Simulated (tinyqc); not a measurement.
Subthreshold parameters from three currents.

Inverse problem. Far below threshold and for Vds well above Vt the virtual-source current tends to I = Cinv n Vt vx0 exp((Vgs - VT0 + dl Vds + al Vt)/(n Vt)) per width, with constant n; the three currents follow this limit. Find n, dl and VT0.

Parameters, values chosen for the exercise:
- T = 250 K (temperature)
- Cinv = 2.34 uF/cm^2 (inversion capacitance)
- vx0 = 2e7 cm/s (velocity at the virtual source)
- al = 3.5 (threshold shift (in units of Vt) from weak to strong inversion)

Constants: q = 1.602176634e-19 C, kB = 1.380649e-23 J/K, Vt = kB T/q. Results are converted to the units shown.

I at (Vgs, Vds) = (-0.2, 0.3), (-0.13, 0.3) and (-0.2, 0.8) V (nA/um): 0.20646708  1.7028411  2.6362340

Answer. The first two currents differ in Vgs alone and give n; the first and third differ in Vds alone and give dl; the size of the first then gives VT0.

n = 1.54
dl = 0.169 V/V
VT0 = 0.375 V

Program tinyqc, `OMP_NUM_THREADS=1 python tinyqc.py 2380058 2380059 out.jsonl`; Intel Xeon 2.30GHz, shared host, one thread, about 0.01 s.
